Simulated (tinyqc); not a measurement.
## On-chip interconnect, size-dependent resistivity and RC delay: course in time

A rectangular line between two neighbours and two ground planes. Surface and grain-boundary scattering are added to the bulk resistivity as corrections; capacitances are parallel-plate values without fringing; inductance is ignored.

5 equal pi sections: series Rs = r Lw/5; node capacitances c Lw/5, halved at nodes 0 and 5, with Cl added to node 5; Rd feeds node 0. Elmore delay of node k: the sum, over the resistors on the path to k, of resistance times all capacitance downstream of it.

A 1 V step is applied behind Rd at t = 0. C dv/dt = -G v + b, with G the conductance matrix of the ladder (1/Rs between neighbours, 1/Rd added at node 0) and b = (1 V/Rd, 0, ...). Trapezoidal step: (C/dt + G/2) v(new) = (C/dt - G/2) v + b. The last column solves the same ladder exactly by its modes.

Inputs (values chosen for the exercise): driver resistance Rd = 14000 ohm; time step dt = 11 ps.

Rs = 20.6768 ohm
C, node 0 to 5 (fF): 0.0404431  0.0808863  0.0808863  0.0808863  0.0808863  3.24044

Voltages (V):
```
t (ps)	node 0	node 2	node 5	node 5, exact
11.00	0.2072	0.2020	0.1947	0.1944
22.00	0.3504	0.3514	0.3527	0.3513
33.00	0.4890	0.4846	0.4785	0.4776
44.00	0.5772	0.5789	0.5811	0.5793
55.00	0.6714	0.6676	0.6623	0.6612
66.00	0.7241	0.7261	0.7289	0.7272
77.00	0.7895	0.7860	0.7813	0.7803
88.00	0.8192	0.8215	0.8247	0.8231
99.00	0.8659	0.8627	0.8583	0.8575
110.0	0.8808	0.8833	0.8866	0.8853
121.0	0.9153	0.9123	0.9081	0.9076
132.0	0.9207	0.9232	0.9267	0.9256
```

What does the comparison show?

The far end of the ladder reaches 0.5 V at 35.23 ps, 0.693 of its Elmore delay (ln 2 = 0.693 for a single pole); the slowest mode has a time constant of 50.79 ps. The largest error of the trapezoidal steps at that node is 1.8 mV.

Range of the model: The metal width is under the mean free path, where the thick-limit surface term and the simple sum of corrections lose accuracy.

Computed by the program tinyqc: `OMP_NUM_THREADS=1 python tinyqc.py 2100147 2100148 out.jsonl`, one thread of a shared Intel Xeon 2.30GHz, about 0.01 s for the whole run.
